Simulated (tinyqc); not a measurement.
Inside a calculation. Method: power iteration on a symmetric matrix. Computed by tinyqc, a small Python program that keeps every step. Settings: method = power, shift = -0.36. Command: `OMP_NUM_THREADS=1 python tinyqc.py 28522 28523 out.jsonl` (the two numbers bound the seeds that draw the settings). One thread of a shared host (Intel(R) Xeon(R) Processor @ 2.60GHz), about 0.01 s of CPU time with the checks.

A:
```
[[0.692000, 0.203000, 0.222000],
 [0.203000, 1.022000, -0.238000],
 [0.222000, -0.238000, 1.459000]]
```

Stop when the residual |A v - lambda v| is below 1e-9.

Steps:
```
step      lambda  residual
1     1.23379107  2.22e-01
2     1.29861646  2.42e-01
3     1.36937349  2.43e-01
4     1.43508267  2.25e-01
5     1.48749489  1.94e-01
6     1.52444835  1.58e-01
7     1.54829326  1.25e-01
8     1.56281141  9.65e-02
9     1.57134030  7.35e-02
10    1.57624578  5.55e-02
11    1.57903291  4.17e-02
12    1.58060547  3.13e-02
13    1.58148926  2.35e-02
14    1.58198485  1.76e-02
15    1.58226242  1.31e-02
16    1.58241777  9.83e-03
17    1.58250468  7.35e-03
18    1.58255329  5.50e-03
19    1.58258048  4.11e-03
20    1.58259568  3.07e-03
21    1.58260418  2.30e-03
22    1.58260894  1.72e-03
23    1.58261160  1.29e-03
24    1.58261308  9.61e-04
25    1.58261392  7.19e-04
26    1.58261438  5.38e-04
27    1.58261464  4.02e-04
28    1.58261479  3.01e-04
29    1.58261487  2.25e-04
30    1.58261491  1.68e-04
```

Can the last value be used, and what does the course show?

Not by the stop rule, although the second column moves by less than 1e-06 over the last three steps. Not converged in 30 steps: the residual falls only by the ratio of the two largest distances of eigenvalues from the shift, 0.75 a step. all eigenvalues, for comparison: [0.497728, 1.092657, 1.582615].
